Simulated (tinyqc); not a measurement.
# Resistance of a source-drain extension with a graded tip: what changes with what

y runs along the channel, the gate covers y > 0. The doping is N0 for y < y0 and N0 10^(-(y - y0)/la) beyond, uniform over the depth xj. Sheet conductance s(y) = q mu(N) max(N - Nch, 0) xj + (for y > 0) ma Cox Vo, with mu(N) = u0 + (u1 - u0)/(1 + (N/Nr)^au) and Cox = eps0 eox/tox. Current is taken as one-dimensional; depletion of the tip, spreading and the contact are left out. The metallurgical junction lies at yj, where N = Nch.

Values chosen for this exercise; mobility law close to that of electrons in silicon: relative permittivity of the gate insulator (close to silicon dioxide) eox = 3.9; insulator thickness tox = 2.3 nm; active doping of the extension far from the gate N0 = 8.3e19 cm^-3; lateral abruptness la = 1.9 nm/decade; position under the gate where the fall begins (gate edge at 0) y0 = 2.3 nm; depth of the extension xj = 14 nm; channel doping Nch = 3.9e17 cm^-3; spacer length Ls = 25 nm; gate overdrive Vo = 0.75 V; mobility of the gate-induced layer ma = 130 cm^2/(V s); mobility at low doping u1 = 1414 cm^2/(V s); mobility at high doping u0 = 68.5 cm^2/(V s); reference doping Nr = 9.2e16 cm^-3; exponent au = 0.711; gate length Lg = 40 nm.

Constants: q = 1.602176634e-19 C, eps0 = 8.8541878128e-14 F/cm where lengths are in cm. Results are converted to the units shown.

Each table varies one quantity; the others keep the values above.

## Abruptness at a fixed junction position

R_spacer = integral of dy/s from -Ls to 0, R_ov from 0 to yj, R_channel = (Lg - 2 yj)/(ma Cox Vo), R_total = 2 R_spacer + 2 R_ov + R_channel. Electrical length L_eff = ma Cox dR_total/d(1/Vo); R_series = R_total - L_eff/(ma Cox Vo). y0 is moved with la so that yj stays at 6.7232 nm.

The same in every row: yj (nm) = 6.723; R_channel (ohm um) = 181.4.

Results:
```
la (nm/decade)  R_spacer (ohm um)  R_ov (ohm um)  R_total (ohm um)  L_eff (nm)  R_series (ohm um)
1                           17.06          10.53             236.6       28.08              44.73
2.3                         17.06          18.79             253.1       29.93              48.67
3.6                         17.81          26.48             270.0       31.73              53.24
4.9                         23.34          31.22             290.5       33.17              63.93
6.1                         32.79          33.88             314.7       34.14              81.52
7.4                         46.77          35.81             346.5       34.92              108.0
10                          83.51          38.20             424.8       35.97              179.1
```

Estimate the missing row, la = 8.7 nm/decade.

Computed row:
```
la (nm/decade)  R_spacer (ohm um)  R_ov (ohm um)  R_total (ohm um)  L_eff (nm)  R_series (ohm um)
8.7                         63.86          37.17             383.5       35.50              140.9
```

With this row back in the table: As la goes from 1 to 10 nm/decade, R_total rises from 237 to 425 ohm um, R_spacer rises from 17.1 to 83.5 ohm um and R_ov rises from 10.5 to 38.2 ohm um. R_total changes on average by 20.9 ohm um for each nm/decade. L_eff exceeds the metallurgical length by 1.53 nm in the first row and 9.41 nm in the last, since the gate also controls the lightly doped tips.

## Effect of the depth of the extension

Same model as above.

The same in every row: yj (nm) = 6.723; R_channel (ohm um) = 181.4.

Effect of the depth of the extension:
```
xj (nm)  R_spacer (ohm um)  R_ov (ohm um)  R_total (ohm um)  L_eff (nm)  R_series (ohm um)
4                    59.72          25.44             351.7       31.71              135.1
5.6                  42.66          22.83             312.4       31.00              100.6
7.7                  31.02          20.45             284.3       30.39              76.76
11                   21.72          17.89             260.6       29.75              57.36
15                   15.92          15.79             244.8       29.25              45.00
21                   11.37          13.65             231.5       28.76              34.97
29                   8.237          11.76             221.4       28.35              27.72
40                   5.972          10.03             213.4       27.99              22.17
```

As xj goes from 4 to 40, R_total falls from 352 to 213 ohm um, L_eff falls from 31.7 to 28.0 nm and R_series falls from 135 to 22.2 ohm um.

Program tinyqc, `OMP_NUM_THREADS=1 python tinyqc.py 2282197 2282198 out.jsonl`; Intel Xeon 2.30GHz, shared host, one thread, about 0.03 s.
